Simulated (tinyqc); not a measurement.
Kink density above f_c: Frenkel-Kontorova chain: a misfit dislocation (kink) in a monolayer on a periodic substrate. Computed by tinyqc, a small Python program. Command: `OMP_NUM_THREADS=1 python tinyqc.py 3011967 3011968 out.jsonl fkchain walk`. One thread of a shared host (Intel(R) Xeon(R) Processor @ 2.30GHz), about 0.03 s of CPU time with the checks.

E = sum_j [(k/2)(x_(j+1) - x_j - b)^2 + (W/2)(1 - cos(2 pi x_j/a))], x_j = a (j + u_j). A kink takes u from 0 to 1: the chain is stretched by one period and has one atom fewer than wells.

Inputs (values chosen for the exercise, for a model overlayer): spring constant k = 4.92 eV/angstrom^2; substrate period a = 3.93 angstrom; corrugation W = 14.6 eV; misfit f = (b - a)/a = 0.53; atomic mass M = 144 u.

Constants: nu for 1 eV/(angstrom^2 u) = 15.6333042 THz.

Method. l0 = sqrt(k a^2/(2 W)); kink u(j) = (2/pi) arctan exp(pi j/l0); kink energy at f = 0: E0 = (4/pi) W l0; with misfit E0 - k a^2 f; kinks become favourable at f_c = 2/(pi l0), and a coherent chain with free ends loses stability at f_m = 1/l0. Lowest vibration of the flat chain: nu0 = 15.6333042 THz x sqrt(2 pi^2 W/(a^2 M)). Frank and van der Merwe: the modulus q solves f = 2 E(q)/(pi l0 q), and the kinks per atom are pi/(2 l0 q K(q)), with the complete elliptic integrals K and E; strain left = f - density (for f above f_c = 2/(pi l0)).

critical misfit f_c = 0.394636

kink width l0 = 1.61318

Continuum ground state:
```
f             q  kinks per atom  strain left
0.3966  0.99900         0.21669      0.17991
0.4025  0.99530         0.26244      0.14006
0.4144  0.98666         0.30683      0.10757
0.4341  0.97073         0.35323      0.08087
0.4736  0.93618         0.41957      0.05403
0.5525  0.86546         0.52214      0.03036
0.6709  0.76732         0.65492      0.01598
0.8682  0.63531         0.86104      0.00716
```

0.50 % above f_c the density is already 0.55 of f: kinks repel only exponentially, so they flood in, as 1/|ln(f - f_c)|. At 2.2 f_c they take up 99.2 % of the misfit and the layer floats nearly free. Caution: a corrugation above 1 eV is larger than real overlayers usually show; it is chosen to keep the kink narrow. Caution: for l0 below about 3 the kink spans few atoms, and the continuum kink energy is off by about 2 per cent or more.
